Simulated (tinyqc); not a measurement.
## Dose and depth of a threshold implant

Inverse problem. A sheet of D acceptors per cm^2 lies at depth xi inside the depleted layer of a body doped Na. In the depletion approximation VT = Vfb + f2 + q D/Cox + gamma sqrt(f2 + Vsb - q D xi/(eps0 eps_r)), gamma = sqrt(2 eps0 eps_r q Na)/Cox, Cox = eps0 eox/tox. Find gamma, D and xi.

Values chosen for this exercise; band and dielectric values close to those of silicon:
```
symbol,value,unit,meaning
eps_r,11.7,,relative permittivity
Na,7.5e16,cm^-3,acceptor density deep in the body
eox,3.9,,relative permittivity of the gate insulator (close to silicon dioxide)
tox,7.1,nm,insulator thickness
Vfb,-0.85,V,flat-band voltage
f2,0.795,V,band bending 2 phiF at threshold
```

Constants: q = 1.602176634e-19 C, eps0 = 8.8541878128e-14 F/cm where lengths are in cm. Results are converted to the units shown.

VT against the source at Vsb = 0 and 2.5 V (V): 0.32883610  0.64285992

Answer. With y^2 = f2 - q D xi/(eps0 eps_r) and d the difference of the thresholds over gamma, sqrt(y^2 + Vsb) - y = d gives y = (Vsb - d^2)/(2 d). The first threshold then gives D, and y^2 gives xi.

gamma = 0.324 V^0.5
D = 3.70e11 cm^-2
xi = 25.0 nm

Computed by the program tinyqc: `OMP_NUM_THREADS=1 python tinyqc.py 2080135 2080136 out.jsonl`, one thread of a shared Intel Xeon 2.30GHz, about 0.4 s for the whole run.
